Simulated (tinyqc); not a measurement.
Electron continuity equation in a given potential, Scharfetter-Gummel discretisation: one step of the calculation.

Steady state in one dimension: J = q mu n E + q D dn/dx with E = -dpsi/dx and D = mu Vt, dJ/dx = 0, fixed densities nL and nR at the ends. The potential is given, psi = U x/L, and is not changed by the electrons.

Question. Bernoulli factors. d_i = (psi_(i+1) - psi_i)/Vt; B(d) = d/(exp(d) - 1), B(0) = 1. The flux on interval i is J_i = (q D/h) [n_(i+1) B(d_i) - n_i B(-d_i)].

Inputs (values chosen for the exercise):

| symbol | value | unit | meaning |
|---|---|---|---|
| T | 350 | K | temperature |

Constants: q = 1.602176634e-19 C, kB = 1.380649e-23 J/K, Vt = kB T/q. Results are converted to the units shown.

psi, node 0 to 11 (V): 0.00000000  0.04272727  0.08545455  0.12818182  0.17090909  0.21363636  0.25636364  0.29909091  0.34181818  0.38454545  0.42727273  0.47000000

Wanted: d_i; B(d_i); B(-d_i).

Answer.

```
interval     d_i   B(d_i)  B(-d_i)
0         1.4167  0.45358   1.8702
1         1.4167  0.45358   1.8702
2         1.4167  0.45358   1.8702
3         1.4167  0.45358   1.8702
4         1.4167  0.45358   1.8702
5         1.4167  0.45358   1.8702
6         1.4167  0.45358   1.8702
7         1.4167  0.45358   1.8702
8         1.4167  0.45358   1.8702
9         1.4167  0.45358   1.8702
10        1.4167  0.45358   1.8702
```

The largest |d_i| is 1.42, below 2, so central differences would also keep densities positive.

Range of the model: The drift velocity mu E exceeds 1e7 cm/s somewhere, where real mobilities no longer stay constant.

Computed by the program tinyqc: `OMP_NUM_THREADS=1 python tinyqc.py 2220133 2220134 out.jsonl`, one thread of a shared Intel Xeon 2.30GHz, about 0.01 s for the whole run.
